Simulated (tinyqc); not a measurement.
Inversion-layer mobility, back-scattering and ballistic limit of a field-effect transistor: one step, computed by the program tinyqc. Command: `OMP_NUM_THREADS=1 python tinyqc.py 3018663 3018664 out.jsonl mos walk`. One thread of a shared host (Intel(R) Xeon(R) Processor @ 2.30GHz), about 0.01 s of CPU time with the checks.

The charge at the top of the source barrier is fixed by the gate; series resistance and short-channel effects are left out. F_j are Fermi integrals normalised to exp(eta) in the classical limit.

Question. Back-scattering. F_j(eta) = (1/Gamma(j + 1)) int_0^infinity x^j/(1 + exp(x - eta)) dx, F_0 = ln(1 + exp(eta)). Integrals over x = E/(k_B T) use 160 Gauss-Legendre points in u = sqrt(x) from 0 to sqrt(max(eta, 0) + 32). Ballistic channel: N_2D = g_v m k_B T/(pi hbar^2), U = e V_D/(k_B T); eta_F solves N_inv = (N_2D/2)[F_0(eta_F) + F_0(eta_F - U)]; v_T = sqrt(2 k_B T/(pi m)); I/W = e (N_2D/2) v_T [F_1/2(eta_F) - F_1/2(eta_F - U)]; injection velocity v_T F_1/2(eta_F)/F_0(eta_F). Mean free path lambda = (2 k_B T/e)(mu/v_T) F_0(eta_0)/F_-1/2(eta_0), with eta_0 from N_inv = N_2D F_0(eta_0); critical length l = L (1 + U)^(-a), an empirical rule; back-scattering r = l/(l + lambda). Then eta solves N_inv = (N_2D/2)[(1 + r) F_0(eta) + (1 - r) F_0(eta - U)] and I/W = e (N_2D/2) v_T (1 - r)[F_1/2(eta) - F_1/2(eta - U)]. Ballistic ratio: I over the ballistic current. Apparent mobility 1/(1/mu + 1/mu_B), mu_B = mu L/lambda.

Inputs (values chosen for the exercise, modelled on an InGaAs n-channel):
```
quantity                           value  unit
transport mass m                   0.046   m_0
valley degeneracy g_v                  1     -
gate overdrive V_G - V_T            0.26     V
drain voltage V_D                   0.59     V
channel length L                     950    nm
exponent a of the critical length   0.62     -
temperature T                        300     K
```

Statistics at the top of the barrier: Fermi-Dirac.

inversion density N_inv = 2.075451e+12 1/cm^2

effective mobility mu = 2055.568 cm^2/(V s)

Constants: m_0 = 9.1093837015e-31 kg; k_B = 1.380649e-23 J/K; hbar = 1.054571817e-34 J s; k_B = 8.617333262e-05 eV/K; e = 1.602176634e-19 C.

Give: eta_0; mean free path lambda; critical length l; back-scattering coefficient r; current I/W; ballistic ratio; apparent low-field mobility.

Answer.

eta_0 = 4.163

mean free path lambda = 79.19 nm

critical length l = 133.0 nm

back-scattering coefficient r = 0.6269

current I/W = 341.5 microampere/micrometre

ballistic ratio = 0.1850

apparent low-field mobility = 1897 cm^2/(V s)

L/lambda = 12.00, but at this drain voltage only the first 133 nm can return a carrier to the source, so the device works at 18 % of its ballistic limit. Caution: the current exceeds the long-channel drift law, so the empirical rule for l, meant for short channels, is too generous here. Caution: in a degenerate gas the layer that can return carriers is set by E_F rather than k_B T, so l is underestimated.
